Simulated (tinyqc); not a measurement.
## Bandgap voltage reference from two bipolar transistors: effect of the temperature coefficient of both resistors

Two transistors of area 1 and N carry the same current I. Is(T) = Is (T/T0)^eta exp[(Vg0 q/kB)(1/T0 - 1/T)], VBE1 = Vt ln(I/Is(T)) + I rb, VBE2 = Vt ln(I/(N Is(T))) + I rb/N. The amplifier forces I R1(T) = VBE1 - VBE2 + Vos, with R(T) = R (1 + tc (T - T0)) for both resistors, and the output is Vref = VBE1 + I R2(T). Base currents and the Early effect are neglected.

Vt = kB T/q; I = (Vt ln N + Vos)/(R1(T) - rb (1 - 1/N)). Box coefficient: span of Vref between 233 and 398 K over its average over T and over 165 K. The last column is the R2 that gives zero slope at T0.

Parameters, values chosen for the exercise; values of the order met in silicon bipolar transistors: reference temperature T0 = 300 K; band-gap voltage extrapolated to 0 K Vg0 = 1.154 V; temperature exponent of the saturation current eta = 4; saturation current of the unit transistor at T0 Is = 5.4e-17 A; area ratio of the second transistor N = 4; resistor across which the difference of VBE falls, at T0 R1 = 3.4 kohm; offset of the amplifier Vos = 0.1 mV; series resistance of the unit transistor rb = 0 ohm; output resistor at T0 R2 = 51.27 kohm.

Constants: q = 1.602176634e-19 C, kB = 1.380649e-23 J/K. Results are converted to the units shown.

Result of one run:

| I at T0 (uA) | Vref at T0 (V) | slope at T0 (uV/K) | box coefficient (ppm/K) | R2 for zero slope (kohm) |
|---|---|---|---|---|
| 10.57 | 1.214 | -63.50 | 60.66 | 53.08 |

Which temperature coefficient of both resistors tc gave this result: -1000, 0, 1000 or 3000 ppm/K?

tc = 0 ppm/K.

The whole series:

| tc (ppm/K) | I at T0 (uA) | Vref at T0 (V) | slope at T0 (uV/K) | box coefficient (ppm/K) | R2 for zero slope (kohm) |
|---|---|---|---|---|---|
| -2000 | 10.57 | 1.214 | -11.80 | 13.21 | 51.61 |
| -1000 | 10.57 | 1.214 | -37.65 | 37.06 | 52.34 |
| 0 | 10.57 | 1.214 | -63.50 | 60.66 | 53.08 |
| 1000 | 10.57 | 1.214 | -89.36 | 83.69 | 53.81 |
| 2000 | 10.57 | 1.214 | -115.2 | 105.9 | 54.55 |
| 3000 | 10.57 | 1.214 | -141.1 | 127.5 | 55.28 |

As tc goes from -2000 to 3000, Vref stays at 1.214 V and the box coefficient rises from 13.2 to 128 ppm/K.

Numbers from tinyqc (`OMP_NUM_THREADS=1 python tinyqc.py 2062148 2062149 out.jsonl`; about 0.02 s on one thread of a shared Intel Xeon 2.30GHz).
